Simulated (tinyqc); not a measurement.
Alloy A(1-x)B(x) by interpolation with bowing, step by step. Values are carried at full precision from step to step, so a last printed digit may differ when a step is redone from the rounded ones.

Each gap follows E(x) = (1 - x) E_A + x E_B - C x (1 - x); the lattice constant follows Vegard, a(x) = (1 - x) a_A + x a_B.

Constants: hc = 1239.841984 eV nm; kB = 8.617333262e-05 eV/K.

Parameters, chosen for this exercise (A near InAs, B near InSb; the results hold for these values, not for the real material): a = (6.062, 6.488) angstrom (lattice constant of A, B); x = 0.77 (fraction of B); Eg = (0.423, 0.236) eV (gap at Gamma to the s-like level of A, B); EgX = (1.431, 0.629) eV (gap to the lowest valley along Gamma-X of A, B); EgL = (1.126, 0.918) eV (gap to L of A, B); C = (0.717, 0.556, 0.703) eV (bowing of the Gamma, X and L gaps); Dso = (0.394, 0.813) eV (spin-orbit splitting of A, B); Ep = (21.4, 23) eV (Kane energy of A, B); me = (0.0261, 0.0134) m0 (electron mass at Gamma of A, B); Cs = 1.44 eV (bowing of Dso); md = (0.0089, 0.83, 0.5) m0 (density-of-states masses of Gamma, all X and all L valleys); T = 200 K (temperature).

## Gaps and lattice constant at x

Also give the wavelength hc/E of the lowest gap.

a(x) = 6.3900 angstrom

linear parts (eV): Gamma 0.2790, X 0.8135, L 0.9658

bowing terms C x (1 - x) (eV): Gamma 0.1270, X 0.0985, L 0.1245

gaps (eV): Gamma 0.1520, X 0.7150, L 0.8413

wavelength of the lowest gap = 8155.3 nm

The lowest valley is Gamma, so the gap is direct; the next, X, lies 563 meV higher.

## Where the valleys cross

The difference of two gaps is a quadratic q2 x^2 + q1 x + q0 with q2 = C_i - C_j, q1 = (E_B - E_A - C)_i - (E_B - E_A - C)_j, q0 = E_A,i - E_A,j; give its roots between 0 and 1 (a dash: none).

Crossings:
```
pair         q2      q1      q0  first root  second root
Gamma-X   0.161   0.454  -1.008           -            -
Gamma-L   0.014   0.007  -0.703           -            -
X-L      -0.147  -0.447   0.305      0.5740            -
```

The lowest valley is Gamma at every x. The other crossings lie above the lowest valley.

## Electron mass of the alloy

Mass at Gamma from the Kane formula 1/m = F + Ep (Eg + 2 Dso/3)/(Eg (Eg + Dso)). F is fixed by the masses of A and B and interpolated linearly, as is Ep; Eg and Dso carry their bowing.

Compare with the linear interpolation of the masses.

F of A, B: -4.1443  2.3466

Ep, Eg, Dso at x (eV): 22.6320  0.1520  0.4616

m(x) from the Kane formula = 0.0089 m0
m(x) linear = 0.0163 m0

The Kane value lies 45.5 % below the linear one.

## Shares of the electrons in the valleys

Non-degenerate: n_i proportional to md_i^(3/2) exp(-E_i/kT).

md^(3/2): Gamma 0.0008, X 0.7562, L 0.3536

(E - E_min)/kT: Gamma 0.00, X 32.66, L 40.00

shares: Gamma 1.000, X 0.000, L 0.000

Gamma holds most electrons (100.0 %).

## Checks

- The X and L gaps at their crossing x = 0.5740 (eV): both 0.8347.

Run: tinyqc, `OMP_NUM_THREADS=1 python tinyqc.py 1080839 1080840 out.jsonl`; Intel(R) Xeon(R) Processor @ 2.30GHz, one thread, shared host; about 0.01 s of CPU time with all checks.
